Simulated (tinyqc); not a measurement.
# Frequency dispersion of an accumulation capacitance by border traps, distributed model: two studies

Traps spread evenly through the insulator exchange electrons with the semiconductor by tunnelling, with tau(x) = t0 exp(2 ka x) at depth x from the interface. The admittance per area Y seen at depth x obeys dY/dx = -Y^2/(i w eps0 eox) + q Nb ln(1 + i w tau)/tau, with Y(0) = i w Cs and w = 2 pi f; the gate sees Y(tox) = G + i w C. Working variable y = Y/(i w), in uF/cm^2. Cox = eps0 eox/tox.

Inputs (values chosen for the exercise); permittivity close to that of silicon dioxide: relative permittivity of the insulator eox = 3.9; insulator thickness tox = 3.8 nm; semiconductor capacitance in accumulation Cs = 0.51 uF/cm^2; density of border traps Nb = 6.2e18 cm^-3 eV^-1; decay constant of the wave function in the insulator ka = 4.4 1/nm; time constant of a trap at the interface t0 = 1e-9 s; frequency f = 100 Hz.

Constants: q = 1.602176634e-19 C, eps0 = 8.8541878128e-14 F/cm where lengths are in cm. Results are converted to the units shown.

Each table varies one quantity; the others keep the values above.

## Capacitance and loss against frequency

Cox; trap-free value 1/(1/Cox + 1/Cs); response depth d = ln(1/(w t0))/(2 ka), where w tau = 1; lumped estimate: all traps within d act as C_bt = q Nb d placed at d/2, so C = 1/{1/[1/(1/Cs + d/(2 eps0 eox)) + C_bt] + (tox - d/2)/(eps0 eox)}. C and G from a fine integration; dispersion -d C/d log10 f over C, from f times and over 1.1. For a broad spread of time constants G/w is close to -(pi/2) dC/d ln w.

The same in every row: trap-free C (uF/cm^2) = 0.3267.

Capacitance and loss against frequency:
```
f (Hz),d (nm),C (uF/cm^2),G/w (uF/cm^2),dispersion (% a decade),-(pi/2) dC/d ln w (uF/cm^2),lumped C (uF/cm^2)
10,1.884,0.4252,0.01076,3.705,0.01075,0.4162
100,1.623,0.4099,0.01013,3.619,0.01012,0.4021
1000,1.361,0.3955,0.009564,3.541,0.009556,0.3885
10000,1.099,0.3819,0.009056,3.473,0.009048,0.3756
1e5,0.8378,0.3690,0.008597,3.413,0.008591,0.3631
1e6,0.5761,0.3567,0.008173,3.362,0.008180,0.3512
1e7,0.3145,0.3450,0.007681,3.316,0.007804,0.3398
```

Read the table: what changes, and by how much?

C falls from 0.4252 to 0.3450 uF/cm^2, towards the trap-free 0.3267; each decade of frequency removes ln 10/(2 ka) = 0.262 nm from the response depth. The dispersion falls from 3.70 to 3.32 % a decade and G/w falls from 0.0108 to 0.00768 uF/cm^2. G/w lies between 0.984 and 1.00 times -(pi/2) dC/d ln w, the relation for a broad spread of time constants.

## Effect of the decay constant of the wave function in the insulator

Same model as above.

The same in every row: trap-free C (uF/cm^2) = 0.3267.

Results:
```
ka (1/nm),d (nm),C (uF/cm^2),G/w (uF/cm^2),dispersion (% a decade),-(pi/2) dC/d ln w (uF/cm^2),lumped C (uF/cm^2)
2.5,2.856,0.4986,0.02394,7.190,0.02446,0.4749
3.2,2.231,0.4501,0.01629,5.295,0.01626,0.4360
3.9,1.831,0.4230,0.01203,4.165,0.01202,0.4133
4.6,1.552,0.4057,0.009526,3.439,0.009517,0.3983
5.3,1.347,0.3937,0.007880,2.933,0.007875,0.3878
6,1.190,0.3848,0.006719,2.558,0.006716,0.3800
7.4,0.9649,0.3727,0.005189,2.040,0.005187,0.3691
```

Estimate the missing row, ka = 6.7 1/nm.

Computed row:
```
ka (1/nm),d (nm),C (uF/cm^2),G/w (uF/cm^2),dispersion (% a decade),-(pi/2) dC/d ln w (uF/cm^2),lumped C (uF/cm^2)
6.7,1.066,0.3781,0.005855,2.269,0.005853,0.3739
```

With this row back in the table: As ka goes from 2.5 to 7.4, C falls from 0.499 to 0.373 uF/cm^2, the dispersion falls from 7.19 to 2.04 % a decade and G/w falls from 0.0239 to 0.00519 uF/cm^2. The lumped estimate is 4.7 % below C in the first row and 0.97 % below it in the last.

Program tinyqc, `OMP_NUM_THREADS=1 python tinyqc.py 2202072 2202073 out.jsonl`; Intel Xeon 2.30GHz, shared host, one thread, about 0.3 s.
